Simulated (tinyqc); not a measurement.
Inside a calculation: overlap of hydrogenic dopants: pairs, impurity band and the Mott density. Values are carried at full precision from step to step, so a last printed digit may differ when a step is redone from the rounded ones.

Ry* = Ry m/eps^2, aB = a0 eps/m. For 1s orbitals a distance rho = R/aB apart, in Ry*: overlap S = exp(-rho)(1 + rho + rho^2/3), J = (2/rho)(1 - (1 + rho) exp(-2 rho)) (attraction to the other ion), Kx = 2 (1 + rho) exp(-rho) (exchange of one electron). One electron on a pair has E = -1 - (J +/- Kx)/(1 +/- S), without the repulsion 2/rho of the ions. Hopping after orthogonalisation: t = (Kx - S J)/(1 - S^2), half the splitting. Dopants on a lattice with z neighbours, n = (3 sqrt3/4)/R^3 (bcc), give a band of width B = 2 z t, as on any lattice of two interpenetrating sublattices. Valleys, central cells and disorder are left out.

Constants: Ry = 13.60569312 eV; a0 (Bohr radius) = 0.5291772105 angstrom; hbar = 6.58211957e-16 eV s.

Parameters, chosen for this exercise (an isotropic mass and dielectric constant of the size used for donors in Si; the results hold for these values, not for the real material):
- m = 0.321 m0 (mass)
- eps = 11.3 (dielectric constant)
- N = 0.018 1/aB^3 (dopant density)
- rho = 5.6 aB (distance of a pair)
- u = 1.25 Ry* (cost of a second electron on one dopant)
- z = 8 (neighbours in the dopant lattice)

## Scales

Form Ry*, aB, and the density N in 1/cm^3 (1/angstrom^3 = 1e24/cm^3).

Ry* = 34.203 meV
aB = 18.628 angstrom
density = 2.785e+18 1/cm^3

## A pair with one electron

Form S, J, Kx, the two levels, t, and the total energy of the lower state with the repulsion, relative to a distant pair (-1).

S, J, Kx: 0.06306  0.35711  0.04881

levels (Ry*): even -1.38184, odd -1.32905

t = 0.02640 Ry*
energy of the pair against a distant one (negative: bound) = -0.02470 Ry*

In this host the pair is 10.4 nm long and its splitting 2t is 1.81 meV.

## The pair with two electrons (two-site Hubbard model)

t is the hopping between the two dopants. Singlet at (u - sqrt(u^2 + 16 t^2))/2 below the triplet at 0; estimate 4 t^2/u; weight of double occupancy (1 - u/sqrt(u^2 + 16 t^2))/2; swap time pi hbar/Jx with Jx the splitting in eV. t and u are in units of Ry*.

singlet-triplet splitting (meV): exact 0.07613, 4 t^2/u 0.07627

double occupancy = 0.0018
swap time = 27.2 ps

The estimate is 0.2 % too high at 4t/u = 0.08.

## The impurity band at this density

Form R/aB, t, B = 2 z t and N^(1/3) aB. Two estimates of the gap between the Hubbard bands: u - B (rigid bands, closing at B = u) and the Hubbard-III rule, which closes at B = (2/sqrt3) u; give B/u.

R/aB = 4.1634
t = 0.08133 Ry*

B: in Ry* 1.301, in meV 44.509

N^(1/3) aB = 0.2621
B/u = 1.041

The two rules disagree here: the density lies at the transition. Mott's screening rule, N^(1/3) aB = 0.26, puts this density at its limit, barely on the metallic side, so the criteria differ.

## Checks

- Overlap S against numerical integration in elliptic coordinates: both 0.063061.

tinyqc: `OMP_NUM_THREADS=1 python tinyqc.py 1480432 1480433 out.jsonl`; about 0.01 s, one thread, shared Intel(R) Xeon(R) Processor @ 2.30GHz.
